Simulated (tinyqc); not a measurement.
Capacitance measurement on a leaky thin oxide: effects of series resistance and leakage: two steps of the calculation.

The device is a capacitance C in parallel with a leakage conductance G, in series with Rs and Ls. An impedance meter reports either a parallel pair (Cp, Gp) from Y = 1/Z = Gp + i w Cp or a series pair (Cs, Rm) from Z = Rm + 1/(i w Cs); w = 2 pi f, dissipation D = Gp/(w |Cp|).

Inputs (values chosen for the exercise); values of the order met in thin-oxide MOS capacitors: relative permittivity of the gate insulator (close to silicon dioxide) eox = 3.9; insulator thickness tox = 1.3 nm; gate area A = 2500 um^2; oxide-equivalent thickness added by the accumulation layer zc = 0.36 nm; oxide-equivalent thickness added by gate depletion zp = 0.28 nm; gate leakage current density, not matched to the thickness Jg = 9.2 A/cm^2; voltage for an e-fold rise of the leakage Vs = 0.45 V; series resistance Rs = 67 ohm; series inductance Ls = 44 nH; measuring frequency f = 50000 Hz.

Constants: eps0 = 8.8541878128e-14 F/cm where lengths are in cm. Results are converted to the units shown.

Question 1. True capacitance and conductance. EOT = 3.9 tox/eox; CET = EOT + zc + zp; C = 3.9 eps0 A/CET; G = Jg A/Vs.

Find: EOT; CET; C; G.

Answer 1.

EOT = 1.300 nm
CET = 1.940 nm
C = 44.50 pF
G = 511.1 uS

Question 2. What the meter reports. Z = Rs + i w Ls + 1/(G + i w C).

C = 44.499140 pF
G = 511.11111 uS

Wanted: Z; Cp; Gp; Cs; D.

Answer 2.

Z = 2022.1-53.5i ohm
Cp = 41.590 pF
Gp = 494.20 uS
Cs = 59541 pF
D = 37.823

Cp is 6.5 % below C and Cs is 1340 times it; G Rs = 0.0342, w C Rs = 9.37e-4 and G/(w C) = 36.6.

tinyqc, about 0.01 s, one thread, Intel Xeon 2.30GHz (shared host): `OMP_NUM_THREADS=1 python tinyqc.py 2022020 2022021 out.jsonl`
